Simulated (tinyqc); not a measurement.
Starting guesses with DIIS over 6 matrices: SCF starting guesses in the sto-3g basis, for H4, spin multiplicity 1. Computed by the program tinyqc with PySCF. RHF with one setting changed at a time; a run stops when the energy changes by less than 1e-09 hartree and the error matrix is below 1e-5. Starts: the lowest orbitals of the core Hamiltonian, of the Wolfsberg-Helmholz matrix (K = 1.75), projected atomic densities, random orbitals, and the highest orbitals of the core Hamiltonian (a deliberately bad start).

Geometry (angstrom):
```
atom       x       y       z
H     0.0000  0.0000  0.0000
H     0.0000  0.0000  1.1120
H     0.0000  0.0000  2.6190
H     0.0000  0.0000  3.7310
```

lowest restricted solution found by these runs and by PySCF = -2.061242 hartree

Largest element of the error matrix X^T (FDS - SDF) X:
```
iteration     core  Wolfsberg-Helmholz  atomic densities   random  highest core orbitals
1          3.8e-01             1.5e-01           1.3e-02  4.2e-01                6.4e-02
2          4.0e-02             1.9e-02           3.9e-02  7.4e-01                2.2e-01
3          2.2e-03             5.9e-03           4.7e-02  1.8e-01                1.6e-14
4          5.5e-04             6.0e-05           1.1e-02  2.9e-02                1.5e-01
5          5.3e-05             2.0e-05           1.0e-03  1.8e-03                1.9e-01
6          3.0e-05             1.2e-05           2.5e-04  5.5e-04                1.9e-01
8          6.4e-08                   -           4.9e-06  3.4e-06                1.5e-01
10               -                   -                 -        -                2.3e-03
```

How each run ends:
```
run                    iterations  E (hartree)         state
core                            8    -2.061242  lowest found
Wolfsberg-Helmholz              7    -2.061242  lowest found
atomic densities                9    -2.061242  lowest found
random                          9    -2.061242  lowest found
highest core orbitals          12    -2.061242  lowest found
```

What does the comparison show, and why?

5 of 5 runs reach the lowest restricted solution found, in 7 to 12 iterations (fastest: Wolfsberg-Helmholz). The first errors are 4e-01, 1e-01, 1e-02, 4e-01, 6e-02.
